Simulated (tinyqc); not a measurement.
Inside a calculation. Model: input admittance of a MOSFET at zero drain bias: distributed channel and distributed gate.

Program tinyqc, `OMP_NUM_THREADS=1 python tinyqc.py 2262218 2262219 out.jsonl`; Intel Xeon 2.30GHz, shared host, one thread, about 0.01 s. Printed values are rounded.

Source and drain grounded, strong inversion, w = 2 pi f, Cox = eps0 eox/tox. The channel is an RC line of resistance 1/(mu Cox Vo) per square fed from both ends, so one finger has the intrinsic admittance y = i w Cox L tanh(g)/g per width, g = (1/2) sqrt(i w tau), tau = L^2/(mu Vo). The vertical resistance rv/L is in series with y, the overlaps 2 i w Cov in parallel: y_t = 1/(1/y + rv/L) + 2 i w Cov. The gate strip is a line of Rsh/L per length loaded by y_t, so a finger has Y = y_t Wf tanh(k)/k, k = (Wf/sd) sqrt(y_t Rsh/L); the device has Nf Y.

Inputs (values chosen for the exercise); values of the order met in silicon radio-frequency transistors:
```
symbol,value,unit,meaning
eox,3.9,,relative permittivity of the gate insulator (close to silicon dioxide)
tox,5.1,nm,insulator thickness
L,0.39,um,channel length
Wf,9.4,um,finger width
Nf,16,,number of fingers
mu,430,cm^2/(V s),channel mobility
Vo,0.33,V,gate overdrive
Rsh,8.2,ohm/square,sheet resistance of the gate
rv,0,ohm um^2,vertical resistivity of the gate stack
sd,2,,number of ends at which a finger is contacted
Cov,0.26,fF/um,overlap and fringe capacitance on each side
f,31,GHz,frequency
```

Constants: eps0 = 8.8541878128e-14 F/cm where lengths are in cm. Results are converted to the units shown.

## Low-frequency resistances and capacitance

Low-frequency limits, with c = Cox L and ct = c + 2 Cov: R_strip = Rsh Wf/(3 sd^2 L Nf), R_ch = (c/ct)^2 L/(12 mu Cox Vo Wf Nf), R_vert = (c/ct)^2 rv/(L Wf Nf), C = ct Wf Nf.

parts (ohm): strip 1.029380, channel 1.569921, vertical 0
sum = 2.599301 ohm
C = 475.3589 fF
1/(2 pi R C) = 128.8077 GHz

The channel term is the largest, 60.4 % of the sum.

## Admittance of the channel and stack per width

tau, g, c = Cox L, y and y_t as defined.

tau = 10.71882 ps
g = 0.5108568+0.5108568i
c = 2.640631 fF/um
y = 85.7083+496.4550i uS/um
y_t = 85.7083+597.7400i uS/um

w tau = 2.09, and Im y is 0.965 of w c.

## Input impedance of the device

k and Y as defined; Z = 1/(Nf Y) = R + 1/(i w C); Q = |Im Z|/R; signal at the point farthest from a contact |1/cosh k|.

k = 0.4001696+0.3468832i
Nf Y = 20.56202+86.71388i mS
R = 2.588992 ohm
C = 470.2240 fF
Q = 4.217188
signal at the far point = 0.9743749

R is 0.40 % below its low-frequency limit and C is 1.1 % below its own.
